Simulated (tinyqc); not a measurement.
Off-state leakage of single and stacked transistors: two steps of the calculation.

n-channel devices of unit width. Subthreshold current I(Vg, Vs, Vd) = I0 (T/300 K)^0.5 exp[(Vg - Vs - VT(T) - gb (Vs - Vb) + dd (Vd - Vs))/(nf Vt)] (1 - exp(-(Vd - Vs)/Vt)), VT(T) = VT - cT (T - 300 K). Gate-edge tunnelling Ig (Vd/1 V) exp(ag (Vd - 1 V)), for a gate at 0 V, and band-to-band leakage Ab u exp(-Bb/u), u = Vd - Vb + 1 V, flow at a drain held at V; both are taken as independent of T. In a stack of off transistors (all gates at 0 V) the same subthreshold current passes through each.

Inputs (values chosen for the exercise); values of the order met in bulk silicon logic transistors:

| symbol | value | unit | meaning |
|---|---|---|---|
| T | 398 | K | temperature |
| V | 0.8 | V | supply voltage |
| VT | 0.46 | V | threshold at 300 K, zero drain and body bias |
| cT | 0.6 | mV/K | fall of the threshold with temperature |
| I0 | 0.9 | uA/um | current at threshold at 300 K |
| nf | 1.31 |  | slope factor |
| dd | 0.07 |  | drain-induced lowering per volt |
| gb | 0.24 |  | rise of the threshold per volt of source-body bias |
| Ig | 0.0002 | uA/um | gate-edge tunnelling current at 1 V |
| ag | 5.2 | 1/V | exponential slope of the gate current |
| Ab | 1 | uA/(um V) | prefactor of band-to-band leakage at the drain |
| Bb | 22 | V | its exponential voltage |
| Vb | -0.3 | V | body voltage |

Constants: q = 1.602176634e-19 C, kB = 1.380649e-23 J/K, Vt = kB T/q. Results are converted to the units shown.

Task 1. Leakage of one transistor. Vg = Vs = 0, Vd = V; effective threshold VT(T) - gb Vb - dd V.

Find: effective threshold; parts; total; shares.

Result 1.

effective threshold = 0.4172 V
parts (nA/um): subthreshold 0.09613, gate edge 0.05655, band-to-band 0.05922
total = 0.2119 nA/um
shares (%): subthreshold 45.37, gate edge 26.69, band-to-band 27.95

The subthreshold part is the largest.

Task 2. New Vx. Stack of two, Vx the node between them: I_low = I(0, 0, Vx), I_up = I(0, Vx, V), f = ln(I_up/I_low), f' = -(1 + gb + 2 dd)/(nf Vt) - 1/(Vt (exp(Vx/Vt) - 1)) - 1/(Vt (exp((V - Vx)/Vt) - 1)), Vx(new) = Vx - f/f'.

Vx at the start = 0.041 V

Wanted: I_low; I_up; f; f'; Vx after iteration 1.

Result 2.

I_low = 0.020550 nA/um
I_up = 0.029087 nA/um
f = 0.34744
f' = -43.365 1/V
Vx after iteration 1 = 0.049012 V

tinyqc, about 0.04 s, one thread, Intel Xeon 2.30GHz (shared host): `OMP_NUM_THREADS=1 python tinyqc.py 2242169 2242170 out.jsonl`
